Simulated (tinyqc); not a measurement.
Lorentz oscillators and the Kramers-Kronig relations: one step. Dielectric function at one energy. Four cases, with inputs chosen for the exercise.

Question. Evaluate each oscillator and the sum.

eps(E) = 1 + sum_j S_j/(E0_j^2 - E^2 - i G_j E).

Give: terms; eps(E); eps(0).

Case 1.

Values chosen: E0 = (2.93, 4.86) eV (resonances); G = (0.37, 0.98) eV (widths); S = (21.5, 76.5) eV^2 (strengths); E = 1.38 eV (photon energy).

Answer.

terms: 3.1996+0.2446i  3.5093+0.2186i

eps(E) = 7.7089+0.4631i
eps(0) = 6.7432

Case 2.

Values chosen: E0 = (8.59) eV (resonances); G = (1.36) eV (widths); S = (56.6) eV^2 (strengths); E = 12.89 eV (photon energy).

Answer.

terms: -0.5915+0.1123i

eps(E) = 0.4085+0.1123i
eps(0) = 1.7671

Case 3.

Values chosen (line positions loosely like those of Ge; Lorentz tails absorb below the gap, where the real solid is clear; the results hold for these values, not for the real material): E0 = (2.27, 3.25, 4.48) eV (resonances); G = (0.45, 0.82, 0.6) eV (widths); S = (17, 43.3, 91.4) eV^2 (strengths); E = 3.45 eV (photon energy).

Answer.

terms: -2.3921+0.5502i  -5.9213+12.5010i  10.5148+2.6648i

eps(E) = 3.2014+15.7160i
eps(0) = 12.9525

Case 4.

Values chosen: E0 = (4.78) eV (resonances); G = (0.82) eV (widths); S = (77.7) eV^2 (strengths); E = 2.68 eV (photon energy).

Answer.

terms: 4.8641+0.6823i

eps(E) = 5.8641+0.6823i
eps(0) = 4.4007

Computed by tinyqc, one run a case: `OMP_NUM_THREADS=1 python tinyqc.py N N+1 out.jsonl` with N = 1650335, 1650449, 1650708, 1650967; one thread of a shared Intel(R) Xeon(R) Processor @ 2.30GHz, about 0.2 s a run at most.
